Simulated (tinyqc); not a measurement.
Collinear exchange A + BC -> AB + C on a London-Eyring-Polanyi-Sato surface: saddle, string of images and rate: one step, computed by the program tinyqc.

x = r(AB), y = r(BC), r(AC) = x + y. V is counted from separated atoms, the barrier from A + BC, that is V + D(BC).

Problem. One point of the surface. For each pair, with u = exp(-beta (r - r0)): Q = D [(3 + S) u^2 - (2 + 6 S) u]/(4 (1 + S)), J = D [(1 + 3 S) u^2 - (6 + 2 S) u]/(4 (1 + S)); V = Q1 + Q2 + Q3 - sqrt(((J1 - J2)^2 + (J2 - J3)^2 + (J3 - J1)^2)/2). Take x = r0(AB) + 0.3 and y = r0(BC) + 0.1 angstrom.

Inputs (values chosen for the exercise, bond data loosely for abstraction of hydrogen from a Si-H bond by a hydrogen atom; the barrier is not fitted):

| quantity | value | unit |
|---|---|---|
| D(AB) | 4.8 | eV |
| r0(AB) | 0.742 | angstrom |
| beta(AB) | 1.94 | 1/angstrom |
| D(BC) | 3.97 | eV |
| r0(BC) | 1.48 | angstrom |
| beta(BC) | 1.52 | 1/angstrom |
| D(AC) | 4.09 | eV |
| r0(AC) | 1.48 | angstrom |
| beta(AC) | 1.52 | 1/angstrom |
| Sato parameter S | 0.068 | - |

Give: the table «Pair terms» with the columns u, Q (eV), J (eV), for pair = AB, BC, AC; V.

Solution.

Pair terms:

| pair | u | Q (eV) | J (eV) |
|---|---|---|---|
| AB | 0.55878 | -0.43551 | -3.4300 |
| BC | 0.85899 | 0.18151 | -4.0726 |
| AC | 0.17625 | -0.31509 | -0.9996 |

V = -3.3765 eV
